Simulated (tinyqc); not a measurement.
Floating body of a partially depleted SOI transistor: body voltage and kink: one step of the calculation.

Source at 0 V. Channel current Ic = 2 nf K Vt^2 [F(0) - F(Vd)](1 + la Vd), F(V) = ln^2(1 + exp((Vg - VT - nf V)/(2 nf Vt))), VT = VT0 - gb Vb. Saturation voltage Vs = 2 Vt sqrt(F(0)) + 3 Vt, excess Ve = (Vd - Vs + sqrt((Vd - Vs)^2 + 0.0004 V^2))/2, multiplication M1 = Ai Ve exp(-Bl/Ve). Each junction passes D(v) = J1 (exp(v/Vt) - 1) + J2 (exp(v/(2 Vt)) - 1). Bipolar current Ib = bb J1 (exp(Vb/Vt) - 1). The body settles where M1 (Ic + Ib) = D(Vb) + D(Vb - Vd) + Vb/Rb; drain current Id = (1 + M1)(Ic + Ib) - D(Vb - Vd).

Problem. New Vb. Current into the body I_in = M1 (Ic + Ib) - D(Vb - Vd), current out I_out = D(Vb) + Vb/Rb; f = ln(I_in/I_out), s = df/dVb by central differences over 1e-5 V, Vb(new) = Vb - f/s.

Parameters, values chosen for the exercise; values of the order met in partially depleted silicon-on-insulator transistors:
```
symbol    value         unit                                                                                            meaning
T           300            K                                                                                        temperature
VT0        0.36            V                                                                     threshold at zero body voltage
gb         0.23                                                                  fall of the threshold per volt of body voltage
nf         1.43                                                                                                    slope factor
K           160  uA/(V^2 um)                                                                              gain factor per width
la         0.02          1/V                                                                   channel-length modulation factor
Ai         3.75          1/V                                                                        impact-ionisation prefactor
Bl          4.4            V                                                                          impact-ionisation voltage
J1      4.3e-13        uA/um                                                      diffusion saturation current of each junction
J2       2.6e-9        uA/um                                                  recombination saturation current of each junction
bb            1                                                 gain of the lateral bipolar transistor on the diffusion current
Rb          1e9      kohm um  resistance of a weak body tie to the source (1e9 stands for no tie, and the term is then dropped)
Vg         0.33            V                                                                                       gate voltage
Vd          1.2            V                                                                                      drain voltage
```

Constants: q = 1.602176634e-19 C, kB = 1.380649e-23 J/K, Vt = kB T/q. Results are converted to the units shown.

Vb after iteration 1 = 0.56821718 V

Find: Ic; Ve; M1; I_in; I_out; f; s; Vb after iteration 2.

Solution.

Ic = 0.79164 uA/um
Ve = 1.0403 V
M1 = 0.056806
I_in = 0.045056 uA/um
I_out = 0.0016645 uA/um
f = 3.2984
s = -34.352 1/V
Vb after iteration 2 = 0.66423 V

Range of the model: The multiplication law is an empirical form chosen for the exercise; self-heating and capacitive coupling to the body are left out, and the linear laws are rough once Vb passes about 0.7 V or M1 about 0.1.

tinyqc, about 0.2 s, one thread, Intel Xeon 2.30GHz (shared host): `OMP_NUM_THREADS=1 python tinyqc.py 2182225 2182226 out.jsonl`
